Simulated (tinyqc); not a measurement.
# Silicon n-p-n transistor, Gummel numbers and transit times: two studies

One-dimensional n-p-n transistor in the forward active mode at low injection. In the base p(x) = NB exp(-eta x/wb) and ni(x)^2 = ni^2 exp((g0 + g1 x/wb)/Vt); electrons leave the base at vsat; band spikes at the emitter junction and recombination inside the emitter are ignored.

Values chosen for this exercise; band and dielectric values close to those of silicon: temperature T = 400 K; band gap Eg = 1.1 eV; relative permittivity eps_r = 11.6; conduction-band density of states at T Nc = 4.23e19 cm^-3; valence-band density of states at T Nv = 4.08e19 cm^-3; saturation velocity vsat = 1.02e7 cm/s; neutral base width wb = 490 nm; base doping at the emitter edge NB = 1.4e18 cm^-3; doping falls as exp(-eta x/wb) eta = 2.7; gap reduction at the emitter edge of the base g0 = 0 eV; further gap reduction across the base (linear) g1 = 0 eV; electron diffusion coefficient in the base Dn = 14 cm^2/s; emitter doping NE = 7e19 cm^-3; gap reduction in the emitter (negative: wider gap) gE = 0.077 eV; neutral emitter width we = 150 nm; hole diffusion coefficient in the emitter Dp = 1.6 cm^2/s; recombination velocity at the emitter contact Se = 2e5 cm/s; electron lifetime in the base tb = 2e-7 s; collector doping NC = 7.2e15 cm^-3; collector-base reverse bias VCB = 1.7 V; emitter junction capacitance Cj = 1.8 fF/um^2; emitter plus collector resistance Rc = 45 ohm um^2; hole mobility in the base mp = 180 cm^2/(V s).

Constants: q = 1.602176634e-19 C, kB = 1.380649e-23 J/K, Vt = kB T/q, eps0 = 8.8541878128e-14 F/cm where lengths are in cm. Results are converted to the units shown.

Each table varies one quantity; the others keep the values above.

## Cut-off frequency against collector current

f(x) = p(x) ni^2/ni(x)^2; I(x) = integral from x to wb of f/Dn, plus f(wb)/vsat; base Gummel number GB = I(0); electron density per unit flux n/(J/q) = I/f; base transit time tauB = integral of I/f over the base. ni = sqrt(Nc Nv) exp(-Eg/(2 Vt)), Eg in volts; JC = J0 exp(VBE/Vt), J0 = q ni^2/GB; collector layer one-sided, Wc = sqrt(2 eps0 eps_r (Vbc + VCB)/(q NC)), Vbc = Vt ln(NB exp(-eta) NC/ni^2), Cjc = eps0 eps_r/Wc, tauC = Wc/(2 vsat). Delay 1/(2 pi fT) = tauE + tauB + tauC + tauR with tauE = Vt (Cj + Cjc)/JC and tauR = Rc Cjc. Charge stored in the emitter is left out. The Kirk effect, also left out, sets in near JC = q NC vsat. n(0) = (JC/q) I(0)/f(0).

The same in every row: tauB (ps) = 43.23; tauC (ps) = 3.131; tauR (ps) = 0.007235.

Cut-off frequency against collector current:
```
JC (mA/um^2)	VBE (V)	tauE (ps)	fT (GHz)	JC/(q NC vsat)	n(0)/NB
0.00039	0.5746	173.3	0.7245	0.003315	2.114e-4
0.00084	0.6011	80.46	1.255	0.007139	4.553e-4
0.0018	0.6273	37.55	1.896	0.01530	9.756e-4
0.0039	0.6540	17.33	2.498	0.03315	0.002114
0.0083	0.6800	8.143	2.919	0.07054	0.004499
0.018	0.7067	3.755	3.175	0.1530	0.009756
0.038	0.7324	1.779	3.305	0.3230	0.02060
0.082	0.7590	0.8242	3.372	0.6969	0.04445
0.18	0.7861	0.3755	3.405	1.530	0.09756
```

fT rises from 0.725 to 3.40 GHz as the charging time falls as 1/JC; its limit for vanishing tauE is 3.43 GHz, of which the largest delay is tauB (93.2 %). tauE equals the other delays together at JC = 0.00146 mA/um^2. For JC = 0.082, 0.18 JC nears or passes q NC vsat, where base push-out would lower fT.

## Effect of the collector doping

ni = sqrt(Nc Nv) exp(-Eg/(2 Vt)), Eg in volts; GE = NE exp(-gE/Vt)(we/Dp + 1/Se); JC = J0 exp(VBE/Vt), J0 = q ni^2/GB; gain limited by back injection GE/GB, by base recombination tb/tauB, together 1/beta = the sum of the inverses; collector layer one-sided, Wc = sqrt(2 eps0 eps_r (Vbc + VCB)/(q NC)), Vbc = Vt ln(p(wb) NC/ni^2), Cjc = eps0 eps_r/Wc; Early voltage VA = GB q p(wb)/(f(wb) Cjc [1/Dn - (eta + g1/Vt)/(wb vsat)]), f(wb) = p(wb) exp(-(g0 + g1)/Vt), p(wb) = NB exp(-eta); tauC = Wc/(2 vsat). Peak fT here means 1/(2 pi (tauB + tauC + Rc Cjc)); base sheet resistance 1/(q mp times the integral of p).

The same in every row: GB (s/cm^4) = 1.702e12; GE/GB = 63.32; tb/tauB = 4626; beta = 62.47; tauB (ps) = 43.23; base sheet resistance (kohm) = 1.463.

Effect of the collector doping:
```
NC (cm^-3)	VA (V)	tauC (ps)	peak fT (GHz)
2e15	482.7	5.884	3.240
3e15	395.3	4.819	3.312
4.6e15	320.3	3.904	3.376
7e15	260.5	3.175	3.429
1.1e16	208.5	2.541	3.476
1.6e16	173.4	2.113	3.509
2.5e16	139.1	1.696	3.541
```

Read the table: what changes, and by how much?

As NC goes from 2e15 to 2.5e16, beta stays at 62.5, VA falls from 483 to 139 V, the peak fT rises from 3.24 to 3.54 GHz and the base sheet resistance stays at 1.46 kohm. The product beta VA changes by a factor of 0.288. Back injection limits the gain in every row. For NC = 1.1e16, 1.6e16, 2.5e16 the collector doping exceeds a tenth of the base doping at that edge, so the one-sided formulas are rough.

Range of the model: Heavy doping makes emitter or base degenerate; gE and g0 are to be read as apparent gap changes that include this.

Program tinyqc, `OMP_NUM_THREADS=1 python tinyqc.py 2320004 2320005 out.jsonl`; Intel Xeon 2.30GHz, shared host, one thread, about 0.01 s.
